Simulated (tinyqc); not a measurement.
Worked calculation: rapid thermal processing of a wafer: radiative balance, ramp and cooling, pattern effects, pyrometer error and spike budget. Computed by tinyqc, a small Python program that keeps every step. Command: `OMP_NUM_THREADS=1 python tinyqc.py 3113877 3113878 out.jsonl rtp walk`. One thread of a shared host (Intel(R) Xeon(R) Processor @ 2.30GHz), about 0.04 s of CPU time with the checks. Intermediate numbers are printed to about 5 digits and carried at full precision; extremes and crossings named in words are read from the listed rows.

The wafer is opaque and uniform through its thickness unless said otherwise; temperatures in formulas are in kelvin (C + 273.15). sigma = 5.670374419e-12 W/(cm^2 K^4).

Inputs (values chosen for the exercise, modelled on a hot silicon wafer): wafer thickness d = 775 micrometre; heat capacity per volume C = 2.26 J/(cm^3 K); thermal conductivity k = 0.29 W/(cm K); emissivity eps of each face = 0.61; reflectivity of the chamber walls r = 0.7; gas heat-transfer coefficient h, both faces together = 5.6 mW/(cm^2 K); wall temperature T_w = 350 K; process temperature = 800 C; starting temperature = 400 C; ramp rate = 330 K/s; relative change of absorptivity over a pattern = 13 %; period of the pattern = 13 mm; pyrometer wavelength = 2.3 micrometre; error of the assumed emissivity = 12 %; activation energy of the process E_a = 2.7 eV.

Constants: k_B = 8.617333262e-05 eV/K; h = 6.62607015e-34 J s; c = 299792458 m/s; k_B = 1.380649e-23 J/K.

## Power to hold and to ramp

Effective emissivity between parallel grey plates: eps_eff = 1/(1/eps + 1/(1 - r) - 1). Loss per area q(T) = 2 eps_eff sigma (T^4 - T_w^4) + h (T - T_w). Absorbed power during a ramp = q(T) + C d x ramp rate; thermal time constant tau = C d/(dq/dT), dq/dT = 8 eps_eff sigma T^3 + h; natural cooling rate q/(C d); front-to-back difference under one-sided heating at the end of the ramp = (absorbed power) d/(2 k).

eps_eff = 0.25172

holding power q = 7.7930 W/cm^2

power at the end of the ramp = 65.592 W/cm^2

dq/dT = 19.712 mW/(cm^2 K)

time constant tau = 8.8853 s

natural cooling rate = 44.493 K/s

front-to-back difference = 8.7645 K

Radiation carries 48 % of the loss. The ramp needs 8.4 times the holding power.

## Cooling curve

Cooling with the lamps off: C d dT/dt = -q(T), integrated adaptively (relative tolerance 1e-10).

Lamps off at t = 0:
```
t (s)   T (C)  cooling rate (K/s)
0.89   762.27              40.404
1.80   727.16              36.866
3.60   666.07              31.277
6.20   592.82              25.418
8.90   530.39              21.051
13.00  454.27              16.386
22.00  337.02              10.333
36.00  229.13               5.662
```

The rate falls from 44.5 K/s at t = 0 to 5.66 K/s in the last row.

## Thermal budget of a spike

Spike anneal: linear ramp to the peak, then lamps off. Equivalent time at the peak = int exp(-(E_a/k_B)(1/T - 1/T_peak)) dt; estimate (k_B T^2/E_a)(1/ramp rate + 1/cooling rate). The ramp part uses 4000 trapezoid steps, the cooling part 4000 steps over 4 tau. Time within 50 K of the peak from the same curves.

equivalent time, ramp = 0.10444 s

equivalent time, cooling = 0.84512 s

equivalent time, total = 0.94956 s

estimate = 0.93749 s

time within 50 K of the peak = 1.3502 s

Cooling supplies 89 % of the budget.

## What a faster ramp buys

The formulas are those given above.

Against the ramp rate:
```
ramp (K/s)  ramp part (s)  cooling part (s)  total (s)  power at the peak (W/cm^2)
10                 3.4467           0.84512     4.2918                        9.54
25                 1.3787           0.84512     2.2238                       12.17
50                 0.6893           0.84512     1.5345                       16.55
100                0.3447           0.84512     1.1898                       25.31
250                0.1379           0.84512     0.9830                       51.58
500                0.0689           0.84512     0.9141                       95.37
1000               0.0345           0.84512     0.8796                      182.94
```

From 10 to 100 K/s the total falls by a factor 3.6, from 100 to 1000 K/s by 1.35: the cooling part, 0.845 s, is a floor, and the natural cooling rate here is 44.5 K/s.

## Pattern effect

At steady state a sinusoidal change of absorbed power of relative amplitude a and period p gives the temperature amplitude a q/(dq/dT + k d (2 pi/p)^2); healing length l = sqrt(k d/(dq/dT)); process change = E_a dT/(k_B T^2). Emissivity is taken as unchanged.

healing length l = 10.678 mm

amplitude without lateral conduction = 51.393 K

amplitude = 1.8598 K

change of the process rate = 5.0598 %

Lateral conduction cuts the amplitude to 3.6 %, since p/(2 pi l) = 0.19.

## Pyrometer error

Signal proportional to eps/(exp(c2/(lambda T)) - 1), c2 = h c/k_B. If the assumed emissivity is too high by the given error, the reading T' solves (1 + error)/(exp(c2/(lambda T')) - 1) = 1/(exp(c2/(lambda T)) - 1). Wien estimate: T' - T = -lambda T^2 ln(1 + error)/c2. Process rates go as exp(-E_a/(k_B T)).

c2 = 14388 micrometre K

c2/(lambda T) = 5.8291

reading less true temperature = -20.410 K

Wien estimate = -20.864 K

rate at T over rate at T', less 1 = 76.130 %

Caution: below about 600 C lightly doped silicon is partly transparent at this wavelength, so its emissivity is not yet the hot value early in the ramp.

Checks made by the program: cooling time against quadrature of C d dT/q (relative difference 6e-08).
